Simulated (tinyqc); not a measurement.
# Pillar capacitor in an array: capacitance, non-linearity, leakage and relaxation, step by step

Program tinyqc, `OMP_NUM_THREADS=1 python tinyqc.py 2102191 2102192 out.jsonl`; Intel Xeon 2.30GHz, shared host, one thread, about 0.01 s. Printed values are rounded.

A film between two metal electrodes, each interface adding a series capacitance ci. The small-signal permittivity is ek (1 + aq E^2); the field is found with the linear permittivity. Leakage J = J0 sinh(E/Ef). After a voltage step the film passes a relaxation current kr C V tt^(-nr), tt being the time in seconds. The sidewall is a coaxial capacitor with radii a = dm/2 and b = dm/2 + t, depth AR dm; the end face is left out.

Inputs (values chosen for the exercise); permittivity of the order of that of hafnium oxide: relative permittivity of the film ek = 19.9; film thickness t = 8.2 nm; capacitance of each electrode interface (dead layer and screening) ci = 270 uF/cm^2; quadratic field coefficient of the permittivity aq = 0.0097 cm^2/MV^2; bias V = 2.4 V; leakage prefactor J0 = 7.8e-11 A/cm^2; field for an e-fold rise of the leakage Ef = 0.45 MV/cm; diameter of the pillar dm = 57 nm; aspect ratio, depth over diameter AR = 20; pitch of the square array pt = 140 nm; resistivity of the inner electrode rho = 300 uohm cm.

Constants: eps0 = 8.8541878128e-14 F/cm where lengths are in cm. Results are converted to the units shown.

## Planar capacitance, field and non-linearity

Planar film: Cf = eps0 ek/t, 1/C = 1/Cf + 2/ci, EOT = 3.9 eps0/C, effective permittivity C t/eps0, E = (V/t) C/Cf; quadratic coefficient [C(V)/C - 1]/V^2 with Cf (1 + aq E^2) in C(V).

Cf = 2.14876 uF/cm^2
C = 2.11509 uF/cm^2
EOT = 1.63261 nm
effective permittivity = 19.5882
E = 2.88097 MV/cm
quadratic coefficient = 13741.1 ppm/V^2
J = 2.35227e-8 A/cm^2

The interfaces take 1.57 % of the voltage.

## Cell capacitance, fields and time constant

Per length 1/c = ln(b/a)/(2 pi eps0 ek) + (1/a + 1/b)/(2 pi ci); cell capacitance c AR dm; per footprint over pt^2; fields c V/(2 pi eps0 ek r) at r = a and b; resistance of the inner electrode rho AR dm/(pi a^2); time constant R C/3 of the distributed line.

a = 28.5 nm
b = 36.7 nm
cell capacitance = 4.91195 fF
capacitance per footprint = 25.0610 uF/cm^2
field at a = 3.27743 MV/cm
field at b = 2.54514 MV/cm
R = 1.34025 kohm
R C/3 = 2.19442 ps

The array gives 11.8 times the planar capacitance per footprint; curvature makes the field at the inner electrode 1.14 times the planar value.
